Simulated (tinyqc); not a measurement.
# Changing the exponent n of the profile

Model: thermal and gravitational stress in a wafer during furnace and rapid thermal processing, and the onset of slip. Computed by tinyqc, a small Python program. Command: `OMP_NUM_THREADS=1 python tinyqc.py 3031558 3031559 out.jsonl slip sweep`. One thread of a shared host (Intel(R) Xeon(R) Processor @ 2.30GHz), about 0.01 s of CPU time with the checks.

A thin free disc in plane stress, isotropic; T(r) = T_centre + dT (r/R)^n. Stress is positive in tension; sigma_SB = 5.670374419e-8 W/(m^2 K^4), g = 9.80665 m/s^2.

Inputs (values chosen for the exercise, modelled on silicon):
```
quantity                             value    unit
Young's modulus E                      153     GPa
expansion alpha                       4.25  1e-6/K
edge less centre temperature dT        5.3       K
temperature T                         1075       K
prefactor A of the critical stress  0.0002     MPa
energy U of the critical stress        1.1      eV
```

Temperature profile: edge zone, power law.

Constants: k_B = 8.617333262e-05 eV/K.

Method. With x = r/R: s_rr = alpha E dT (1 - x^n)/(n + 2), s_tt = alpha E dT [1 - (n + 1) x^n]/(n + 2). Critical resolved stress tau_c = A exp(U/(k_B T)), a form chosen for the exercise; slip when 0.492799 |s_tt(R)| > tau_c; allowed |dT| = tau_c (n + 2)/(0.492799 n alpha E).

One run for each value:
```
exponent n of the profile  hoop stress at the edge (MPa)  allowed |dT| (K)  r/R where s_tt = 0
2                                                -1.7232            179.18             0.57735
3                                                -2.0678            149.32             0.62996
4                                                -2.2976            134.39             0.66874
6                                                -2.5847            119.45             0.72302
10                                               -2.8719            107.51             0.78679
30                                               -3.2309             95.56             0.89184
```

Give the missing row, exponent n of the profile = 16.

Computed row:
```
exponent n of the profile  hoop stress at the edge (MPa)  allowed |dT| (K)  r/R where s_tt = 0
16                                               -3.0634            100.79             0.83772
```

Interpolating between the two neighbouring rows (the first column on a logarithmic scale, the others too where they are positive) misses most in allowed |dT| (K), by 1.4 %. Over the rows, hoop stress at the edge (MPa) falls from -1.72 to -3.23 (exponent d ln y / d ln x 0.45 between the first rows and 0.085 between the last); allowed |dT| (K) falls from 179 to 95.6 (exponent d ln y / d ln x -0.45 between the first rows and -0.085 between the last); r/R where s_tt = 0 rises from 0.577 to 0.892 (exponent d ln y / d ln x 0.22 between the first rows and 0.100 between the last). The edge stress is alpha E dT n/(n + 2): half of alpha E dT for a parabola, all of it for a narrow rim, which the rest of the wafer holds fully.
